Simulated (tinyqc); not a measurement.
Worked calculation: extended Hueckel theory, for H3+. The parameters take no account of the charge, which enters only through the electron count. One step of it, computed by the program tinyqc.

Task: Mulliken analysis. P = C n C^T; charge = valence electrons (H 1) minus the sum of (P S)_ii on the atom; overlap population = 2 sum P_ij S_ij between two atoms.

coefficients:
```
            MO1        MO2        MO3
1H 1s  0.412719   0.979031  -0.565331
2H 1s  0.412719  -0.979031  -0.565331
3H 1s  0.412745   0.000000   1.130592
```

occupations: 2.000000  0.000000  0.000000

overlap S, lower triangle:
```
          1H 1s     2H 1s     3H 1s
1H 1s  1.000000
2H 1s  0.478353  1.000000
3H 1s  0.478441  0.478441  1.000000
```

Give: charges; Overlap populations.

Result:

charges: 1H 0.3334, 2H 0.3334, 3H 0.3333

Overlap populations:
```
pair     value
2-1   0.325925
3-1   0.326005
3-2   0.326005
```
